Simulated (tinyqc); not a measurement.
# Changing the drain voltage V_D

Model: lateral field, substrate current, probability of reaching the oxide barrier and hot-carrier lifetime of a silicon transistor (pseudo-two-dimensional and lucky-electron models). Computed by tinyqc, a small Python program. Command: `OMP_NUM_THREADS=1 python tinyqc.py 3013049 3013050 out.jsonl hotcar sweep`. One thread of a shared host (Intel(R) Xeon(R) Processor @ 2.30GHz), about 0.01 s of CPU time with the checks.

Local-field models: a lucky carrier gains its energy at the peak field over a path free of collisions. Voltages are magnitudes.

Inputs (values chosen for the exercise, modelled on a silicon n-channel):
```
quantity,value,unit
channel length L,420,nm
oxide thickness t,12,nm
junction depth x_j,130,nm
mobility mu,400,cm^2/(V s)
saturation velocity v_s,0.83,1e7 cm/s
threshold voltage V_T,0.63,V
gate voltage V_G,1.4,V
ionisation prefactor A_i,2.2e+06,1/cm
ionisation field B_i,1.67,MV/cm
hot-carrier mean free path lambda,8.1,nm
oxide barrier phi_b,3.1,eV
interface-trap threshold phi_it,3.6,eV
lifetime constant H,1000,s microampere/micrometre
length of the depleted extension L_n,23,nm
```

Drain: lightly doped extension.

Constants: eps_0 = 8.8541878128e-12 F/m.

Method:
- C_ox = 3.9 eps_0/t; F_sat = 2 v_s/mu; V_Dsat = V_ov F_sat L/(V_ov + F_sat L), V_ov = V_G - V_T; I_D/W = C_ox v_s (V_ov - V_Dsat).
- Scale length l = 0.22 t^(1/3) x_j^(1/2) (all in cm); F_m = sqrt(((V_D - V_Dsat)/l_e)^2 + F_sat^2), with l_e = l + L_n; length of the velocity-saturated region l_e ln((V_D - V_Dsat)/(l_e F_sat) + F_m/F_sat).
- Substrate current I_sub/I_D = (A_i/B_i)(V_D - V_Dsat) exp(-B_i/F_m); probability of reaching the oxide barrier exp(-phi_b/(e lambda F_m)); lifetime tau = (H/(I_D/W)) exp(phi_it/(e lambda F_m)).

One run for each value:
```
drain voltage V_D (V),lifetime tau (s),substrate current I_sub/W (microampere/micrometre),peak field F_m (kV/cm),probability of reaching phi_b
2.28,5.5310e+12,6.2212e-03,167.94,1.2666e-10
2.64,7.4183e+10,3.7921e-02,200.62,5.1889e-09
2.99,3.5180e+09,1.3904e-01,232.63,7.1647e-08
3.35,3.2604e+08,3.8969e-01,265.72,5.5558e-07
3.71,5.0900e+07,8.8313e-01,298.90,2.7496e-06
4.06,1.1921e+07,1.6916e+00,331.24,9.5967e-06
4.42,3.4980e+06,2.9554e+00,364.55,2.7584e-05
4.77,1.2922e+06,4.6835e+00,396.98,6.5025e-05
5.13,5.4220e+05,7.0424e+00,430.36,1.3736e-04
```

Over the rows, lifetime tau (s) falls from 5.53e12 to 542000 (exponent d ln y / d ln x -29 between the first rows and -12 between the last); substrate current I_sub/W (microampere/micrometre) rises from 0.00622 to 7.04 (exponent d ln y / d ln x 12 between the first rows and 5.6 between the last); peak field F_m (kV/cm) rises from 168 to 430 (exponent d ln y / d ln x 1.2 between the first rows and 1.1 between the last).

Caution (all rows): the empirical formula for l was fitted to oxides of about 15 nm or more; for thinner ones it is an extrapolation. Caution (rows 2.28, 2.64, 2.99, 3.35): e V_D is below phi_b or phi_it, so the available energy, not the field, limits hot carriers, and the lucky-electron formulas overstate them. Caution (rows 2.99, 3.35, 3.71, 4.06, 4.42, 4.77, 5.13): the saturated region fills most of the channel, so the split into two regions is rough. Caution (rows 5.13): multiplication above 10 % feeds back on the field and the source barrier (snapback), which the model leaves out.

Extremes, crossings and ranges named in words are read from the listed rows.
